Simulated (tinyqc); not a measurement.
From results back to parameters: thin-film optics by transfer matrices. Three cases, with inputs chosen for the exercise.

Problem. One transparent film on the substrate, in air; its thickness is hidden and lies within the first period.

Indices N = n + i k. Snell: N0 sin(theta) = N_j sin(theta_j), with Im(N_j cos theta_j) >= 0. Admittance y_j = N_j cos theta_j for s and N_j/cos theta_j for p. Phase delta_j = 2 pi N_j cos theta_j d_j/lambda. Layer matrix [[cos delta, -i sin delta/y], [-i y sin delta, cos delta]], multiplied from the top down to M. (B, C) = M (1, y_sub); r = (y0 B - C)/(y0 B + C), R = |r|^2, T = 4 Re y0 Re y_sub/|y0 B + C|^2, absorbed in the films 1 - R - T.

Ellipsometry: rho = tan(Psi) exp(i Delta) = -conj(r_p/r_s) with the r of the admittance formula, Delta in 0 to 360 degrees, so that a bare dielectric at small angles gives Delta = 180.

Find: period; d.

Method. Psi and Delta repeat with the period lambda/(2 sqrt(n^2 - sin^2 theta)); within one period they trace a closed curve once, and a scan of d finds the one point that matches both. Adding whole periods gives the same angles.

Case 1.

Values chosen (indices near those of Si3N4 on polySi; the results hold for these values, not for the real material): lam = 633 nm (vacuum wavelength); n0 = 1 (ambient index); n = (2.029, 3.932) (n of Si3N4, substrate); k = (0, 0.039) (k in the same order); theta_e = 75 degrees (angle of the ellipsometer).

Psi = 14.374 degrees
Delta = 285.174 degrees

Solution.

period = 177.4 nm
d = 154.0 nm

Case 2.

Values chosen (indices near those of SiO2 on Si; the results hold for these values, not for the real material): lam = 633 nm (vacuum wavelength); n0 = 1 (ambient index); n = (1.458, 3.927) (n of SiO2, substrate); k = (0, 0.02) (k in the same order); theta_e = 70 degrees (angle of the ellipsometer).

Psi = 14.743 degrees
Delta = 126.485 degrees

Solution.

period = 283.9 nm
d = 22.8 nm

Case 3.

Values chosen (indices near those of resist on polySi; the results hold for these values, not for the real material): lam = 633 nm (vacuum wavelength); n0 = 1 (ambient index); n = (1.631, 3.957) (n of resist, substrate); k = (0, 0.038) (k in the same order); theta_e = 75 degrees (angle of the ellipsometer).

Psi = 22.985 degrees
Delta = 291.835 degrees

Solution.

period = 240.8 nm
d = 198.2 nm

Computed by tinyqc, one run a case: `OMP_NUM_THREADS=1 python tinyqc.py N N+1 out.jsonl` with N = 1650193, 1650356, 1650586; one thread of a shared Intel(R) Xeon(R) Processor @ 2.30GHz, about 0.03 s a run at most.
